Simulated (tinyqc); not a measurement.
From results back to parameters: Gamma, L and X subbands of a thin body with non-parabolic valleys.

Problem. Hard walls; each subband edge rises by e with e (1 + a e) = c (pi/t)^2/m_z, c = hbar^2/2m0. The thickness at which the Gamma and L edges cross was computed from a hidden bulk separation EL.

Constants: hbar^2/2m0 = 3.80998211 eV angstrom^2.

Inputs chosen for the exercise (near those of a thin GaAs channel; shifted at random, so the results belong to these values and not to a real crystal):
- mG = 0.0659 m0 (Gamma mass)
- aG = 0.58 1/eV (Gamma non-parabolicity)
- mzL = 0.1104 m0 (confinement mass of the lowest L group)
- aS = 0.46 1/eV (non-parabolicity of L and X)

crossing thickness = 19.624 angstrom

Find: rise of Gamma; rise of L; EL.

Solution. At the crossing the rise of Gamma equals EL plus the rise of L.

rise of Gamma = 0.954 eV
rise of L = 0.675 eV
EL = 0.279 eV

tinyqc: `OMP_NUM_THREADS=1 python tinyqc.py 1281192 1281193 out.jsonl`; about 0.03 s, one thread, shared Intel(R) Xeon(R) Processor @ 2.30GHz.
